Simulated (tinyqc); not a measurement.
From results back to parameters: two-band k.p model of the Delta valleys near the X point under shear strain. Three cases, with inputs chosen for the exercise.

Problem. Under a shear strain exy (|eta| < 1) the valley on the [001] axis has ml(eta) = ml/(1 - eta^2), 1/m[110] = 1/mt + eta/Mp and 1/m[1-10] = 1/mt - eta/Mp with Mp > 0, eta = D exy/Delta, Delta = 2 c k0^2/ml, k0 = kx0 2 pi/a, c = hbar^2/2m0.

Constants: hbar^2/2m0 = 3.80998211 eV angstrom^2.

Case 1.

Values chosen (near those of Si; the results hold for these values, not for the real material): a = 5.433 angstrom (lattice constant); ml = 0.893 m0 (longitudinal mass); kx0 = 0.152 2 pi/a (distance of the minimum from X); exy = 0.0029 (shear strain).

m[110], m[1-10], ml(eta) (m0): 0.17035875  0.21476047  0.91105606

Case 2.

Values chosen (near those of Si; the results hold for these values, not for the real material): a = 5.439 angstrom (lattice constant); ml = 0.917 m0 (longitudinal mass); kx0 = 0.153 2 pi/a (distance of the minimum from X); exy = -0.016 (shear strain).

m[110], m[1-10], ml(eta) (m0): 0.60113303  0.11995478  2.63458930

Case 3.

Values chosen (near those of Si; the results hold for these values, not for the real material): a = 5.443 angstrom (lattice constant); ml = 0.891 m0 (longitudinal mass); kx0 = 0.148 2 pi/a (distance of the minimum from X); exy = -0.012 (shear strain).

m[110], m[1-10], ml(eta) (m0): 0.42723835  0.12133866  1.68934101

Find: mt; eta; Mp; D.

Solution. The mean of the two inverse transverse masses is 1/mt; eta^2 = 1 - ml/ml(eta), with the sign of 1/m[110] - 1/m[1-10] = 2 eta/Mp, which then gives Mp; D = eta Delta/exy.

Case 1.

mt = 0.190 m0
eta = 0.1408
Mp = 0.232 m0
D = 12.8 eV

Case 2.

mt = 0.200 m0
eta = -0.8074
Mp = 0.242 m0
D = 13.1 eV

Case 3.

mt = 0.189 m0
eta = -0.6874
Mp = 0.233 m0
D = 14.3 eV

Computed by tinyqc, one run a case: `OMP_NUM_THREADS=1 python tinyqc.py N N+1 out.jsonl` with N = 1051581, 1080006, 1080041; one thread of a shared Intel(R) Xeon(R) Processor @ 2.30GHz, about 0.01 s a run at most.
